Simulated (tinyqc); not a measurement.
Heisenberg spin cluster by exact diagonalisation: multiplets, susceptibility, level crossings: one step, computed by the program tinyqc. Command: `OMP_NUM_THREADS=1 python tinyqc.py 3001436 3001437 out.jsonl spincl walk`. One thread of a shared host (Intel(R) Xeon(R) Processor @ 2.30GHz), about 0.01 s of CPU time with the checks.

H = J1 sum S_i.S_j over the bonds 1-2, 2-3 + J2 sum over 1-3 - g mu_B B S_z; J > 0 is antiferromagnetic.

Task: Multiplets. Every multiplet has one member in the block S_z = 0.5; diagonalise it and read the total spin from <S^2> = S (S + 1).

Inputs (values chosen for the exercise, for a model cluster): exchange J1 = 0.764 meV; exchange J2 = -0.066 meV.

Cluster: triangle, two J1 bonds and one J2 bond. Spin s of each site: 0.5.

Give: Levels at B = 0; ground energy; gap to the next level.

Result:

Levels at B = 0:
```
E (meV)  total S  number of multiplets
-0.7805      0.5                     1
0.0495       0.5                     1
0.3655       1.5                     1
```

ground energy = -0.7805 meV

gap to the next level = 0.83 meV

The ground state has S = 0.5; the next level has S = 0.5. The highest spin, S = 1.5, lies at 0.3655 meV, s^2 times the sum of all J, s the spin of a site.
